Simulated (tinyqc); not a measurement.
# Switching kinetics of a ferroelectric film and the memory window of a ferroelectric gate stack, step by step

A worked calculation. Computed by tinyqc, a small Python program that keeps every step. Command: `OMP_NUM_THREADS=1 python tinyqc.py 3012156 3012157 out.jsonl feswitch walk`. One thread of a shared host (Intel(R) Xeon(R) Processor @ 2.30GHz), about 0.02 s of CPU time with the checks. Intermediate numbers are printed to about 6 digits and carried at full precision; extremes and crossings named in words are read from the listed rows.

Fields in MV/cm; 1 microcoulomb/cm^2 over eps_0 is 11.29409 MV/cm. In the stack (metal, ferroelectric, interlayer, channel) the channel is taken as a conductor.

Inputs (values chosen for the exercise, for a model film): saturation polarisation P_s = 19 microcoulomb/cm^2; ratio P_r/P_s = 0.72; coercive field E_c = 0.67 MV/cm; permittivity of the ferroelectric eps_F = 22; thickness t_F = 11 nm; permittivity of the interlayer eps_I = 5.5; interlayer thickness t_I = 1.5 nm; share s of P screened by trapped charge = 0.55; pulse height V = 3.2 V; time constant t_inf = 3.4e-11 s; activation field E_a = 3.1 MV/cm; Merz exponent alpha = 1; dimension n = 2; half width w of log10 t = 1; pulse length t_p = 5.1e-08 s; breakdown field of the interlayer = 17 MV/cm.

Kinetics: nucleation-limited (NLS).

## The hysteresis loop

Saturated branches: P(E) = P_s tanh[(E -/+ E_c)/(2 delta)], delta = E_c/ln[(1 + P_r/P_s)/(1 - P_r/P_s)]; D = P + eps_0 eps_F E.

delta = 0.369087 MV/cm

P on both branches (microcoulomb/cm^2) at E/E_c = -3, -2, -1, -0.5, 0, 0.5, 1, 1.5, 2, 3:
```
E (MV/cm)  rising branch  falling branch
-2.010          -18.9733        -18.0190
-1.340          -18.8368        -13.6800
-0.670          -18.0190          0.0000
-0.335          -16.6579          8.0757
0.000           -13.6800         13.6800
0.335            -8.0757         16.6579
0.670             0.0000         18.0190
1.005             8.0757         18.5980
1.340            13.6800         18.8368
2.010            18.0190         18.9733
```

peak differential permittivity eps_F + P_s/(2 delta eps_0) = 312.701

## Memory window

At threshold the channel charge is negligible, so D = 0 on each branch: (1 - s) P(E) + eps_0 eps_F E = 0, with the screened share s. The rising branch has the root E0 between 0 and E_c; window = 2 E0 t_F; its upper bound is 2 E_c t_F.

field E0 = 0.573070 MV/cm

memory window = 1.26075 V

bound 2 E_c t_F = 1.474 V

fixed-charge estimate 2 (1 - s) P_r t_F/(eps_0 eps_F) = 6.95264 V

The window is limited by the coercive field: more polarisation would add little.

## Fields in the stack

Series stack: V = E_F t_F + E_I t_I and eps_I E_I = eps_F E_F + (1 - s) P/eps_0. Before switching P = -P_r, after it P = +P_s; in retention V = 0 and P = +P_r.

E_F before switching = 2.99775 MV/cm

E_F after switching = 0.333190 MV/cm

E_I after switching = 18.8899 MV/cm

depolarising field in retention = 1.11540 MV/cm

depolarising field over E_c = 1.66477

The interlayer field exceeds its breakdown field. E_F ends below E_c, so the film settles on a minor loop. The depolarising field exceeds E_c, so P_r cannot be retained. Caution: the interlayer field exceeds its breakdown field, so charge injection would change the fields. Caution: E_F after switching lies below E_c, so switching stalls before P_s and that state is not reached. Caution: a depolarising field above E_c switches the film back, so P_r is not held.

## Switched share after the pulse

Merz's law: t1 = t_inf exp[(E_a/E)^alpha] at the mean of the fields before and after switching. NLS: switched share = integral of [1 - exp(-(t/tau)^n)] F(z) dz over z = log10 tau, with the Lorentzian F = (1/pi) w/[(z - log10 t1)^2 + w^2].

mean field = 1.66547 MV/cm

switching time t1 = 2.18699e-10 s

switched share = 0.877477

t_p is 230 t1. A field higher by 10 % would shorten t1 by a factor 1.2. The step approximation 1/2 + arctan[log10(t_p/t1)/w]/pi gives 0.873. Caution: the field changes much during switching, so one mean field is a crude stand-in.

## KAI against NLS in time

KAI: 1 - exp[-(t/t1)^n]. NLS: the same kernel averaged over the Lorentzian F = (1/pi) w/[(z - log10 t1)^2 + w^2] in z = log10 tau.

Switched share:
```
log10(t/t1)      KAI       NLS
-3.0         0.00000  0.107507
-2.0         0.00010  0.158654
-1.0         0.00995  0.278072
-0.5         0.09516  0.390779
-0.2         0.32841  0.476084
0.0          0.63212  0.535791
0.2          0.91888  0.593687
0.5          0.99995  0.670609
1.0          1.00000  0.763823
2.0          1.00000  0.858418
3.0          1.00000  0.900805
```

KAI goes from 10 to 90 % within 0.67 decades of time; a Lorentzian of this width needs about 2 w tan(0.4 pi) = 6.2 decades. Three decades after t1, 9.9 % of the NLS film has not switched, and three decades before it 10.8 % already has: the tails set write margins and disturb errors.

## Interlayer thickness

Series stack: V = E_F t_F + E_I t_I and eps_I E_I = eps_F E_F + (1 - s) P/eps_0. E_I is for P = +P_s at the pulse height, the depolarising field for P = +P_r at V = 0; V needed puts E_F = 1.5 E_c after switching.

Stack against t_I:
```
t_I (nm)  E_F after (MV/cm)  E_I (MV/cm)  depolarising field / E_c  V needed (V)
0.3                 2.19122      26.3220                   0.46395       1.75282
0.5                 1.78626      24.7022                   0.72567       2.18436
0.8                 1.26438      22.6147                   1.06295       2.83167
1.2                 0.69186      20.3246                   1.43297       3.69476
1.6                 0.22463      18.4557                   1.73493       4.55785
2.0                -0.16391      16.9015                   1.98604       5.42094
3.0                -0.89876      13.9621                   2.46097       7.57865
```

Each nanometre of interlayer costs 2.16 V, against 0.10 V for a nanometre of ferroelectric. The depolarising field grows from 0.46 to 2.46 E_c. At E_F = 1.5 E_c the interlayer carries (1.5 eps_F E_c + (1 - s) P_s/eps_0)/eps_I = 21.6 MV/cm whatever its thickness, above its breakdown field of 17 MV/cm, so the voltages in the last column could not be applied without breakdown. Caution: rows with E_I above the breakdown field of the interlayer cannot be reached without charge injection. Caution: where E_F after switching is below E_c the switching stalls before P_s, and where the depolarising field exceeds E_c the state switches back, so those rows describe states that are not held.

Checks made by the program: the remanence (relative difference below 1e-10).
